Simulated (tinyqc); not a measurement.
## Bandgap voltage reference from two bipolar transistors: output against temperature

Two transistors of area 1 and N carry the same current I. Is(T) = Is (T/T0)^eta exp[(Vg0 q/kB)(1/T0 - 1/T)], VBE1 = Vt ln(I/Is(T)) + I rb, VBE2 = Vt ln(I/(N Is(T))) + I rb/N. The amplifier forces I R1(T) = VBE1 - VBE2 + Vos, with R(T) = R (1 + tc (T - T0)) for both resistors, and the output is Vref = VBE1 + I R2(T). Base currents and the Early effect are neglected.

Vt = kB T/q; I = (Vt ln N + Vos)/(R1(T) - rb (1 - 1/N)).

Inputs (values chosen for the exercise); values of the order met in silicon bipolar transistors:
```
symbol,value,unit,meaning
T0,300,K,reference temperature
Vg0,1.187,V,band-gap voltage extrapolated to 0 K
eta,3.5,,temperature exponent of the saturation current
Is,3.9e-18,A,saturation current of the unit transistor at T0
N,8,,area ratio of the second transistor
R1,2.1,kohm,"resistor across which the difference of VBE falls, at T0"
tc,-700,ppm/K,temperature coefficient of both resistors
Vos,-2.4,mV,offset of the amplifier
rb,99,ohm,series resistance of the unit transistor
R2,18.84,kohm,output resistor at T0
```

Constants: q = 1.602176634e-19 C, kB = 1.380649e-23 J/K. Results are converted to the units shown.

Output against temperature:
```
T (K)	I (uA)	VBE1 (V)	I R2 (V)	Vref (V)	Vref - Vref(T0) (mV)	dVref/dT (uV/K)
218	17.18	0.8941	0.3423	1.236	-9.621	143.2
233	18.63	0.8709	0.3675	1.238	-7.554	132.5
253	20.62	0.8397	0.4012	1.241	-5.034	119.8
273	22.66	0.8083	0.4350	1.243	-2.752	108.6
298	25.29	0.7686	0.4772	1.246	-0.1921	96.49
323	28.03	0.7285	0.5195	1.248	2.088	86.18
348	30.86	0.6882	0.5619	1.250	4.130	77.47
373	33.81	0.6476	0.6044	1.252	5.973	70.20
398	36.87	0.6067	0.6470	1.254	7.651	64.25
423	40.05	0.5656	0.6896	1.255	9.196	59.53
```

Read the table: what changes, and by how much?

VBE1 falls by 1.60 mV/K on average and I R2 rises by 1.69 mV/K. Between 233 and 398 K Vref spans 15.2 mV, or 73.9 ppm/K by the box method (span over the average over T, over 165 K).

Computed by the program tinyqc: `OMP_NUM_THREADS=1 python tinyqc.py 2062183 2062184 out.jsonl`, one thread of a shared Intel Xeon 2.30GHz, about 0.02 s for the whole run.
